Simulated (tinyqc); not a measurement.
# From transition pressure back to B0 of phase 1

Model: pressure-driven transition between two phases with analytic equations of state. Computed by tinyqc, a small Python program. Command: `OMP_NUM_THREADS=1 python tinyqc.py 3012681 3012682 out.jsonl transition inv`. One thread of a shared host (Intel(R) Xeon(R) Processor @ 2.30GHz), about 0.02 s of CPU time with the checks.

Each phase obeys E = E0 + (B0 V/B') [(V0/V)^B'/(B' - 1) + 1] - B0 V0/(B' - 1), P = (B0/B') [(V0/V)^B' - 1]; E0 = 0 for phase 1 and Delta E0 for phase 2. H = E + P V.

Inputs (values chosen for the exercise, for two model phases): volume V0 of phase 1 = 12.6 angstrom^3/atom; B' of phase 1 = 4.58; volume V0 of phase 2 = 11.4 angstrom^3/atom; B0 of phase 2 = 405 GPa; B' of phase 2 = 4.95; energy of phase 2 above phase 1, Delta E0 = 0.064 eV/atom.

Equation of state: Murnaghan.

Constants: 1 eV/angstrom^3 = 160.2176634 GPa.

Method. Start from P = Delta E0/(V0 of phase 1 - V0 of phase 2); at each P solve P(V) = P for both phases and step P(new) = P - (H_2 - H_1)/(V_2 - V_1); stop when |H_2 - H_1| < 1e-10 eV. At the zero-temperature transition the volume change is V_2/V_1 - 1 and the work is P (V_1 - V_2).

Question. A run gave the result below. Find the B0 of phase 1, known to lie between 160 and 360 GPa.

transition pressure = 8.959643 GPa

Answer.

Each step takes the trial c = (a f_b - b f_a)/(f_b - f_a), f being the result less the target and a, b, c the logarithms of the listed values; c replaces end b, the old b replaces a if the sign of f changed, and otherwise f_a is halved.

Scan of the range:
```
B0 of phase 1 (GPa)  transition pressure (GPa)
160                                    10.5808
183                                    10.0531
210                                     9.6510
240                                     9.3499
275                                     9.1063
314                                     8.9145
360                                     8.7524
```

False position (Illinois rule, in the logarithm of the input) inside the bracket:
```
step    end a    end b    trial  transition pressure (GPa)
1     275.000  314.000  304.354                    8.95624
2     275.000  304.354  302.989                    8.96241
3     304.354  302.989  303.601                    8.95964
4     302.989  303.601  303.600                    8.95964
```

Transition pressure falls at every point of a 13-point scan of the range (every second point is shown), so one value fits; it is bracketed by 275 and 314. Answer: B0 of phase 1 = 303.6 GPa.
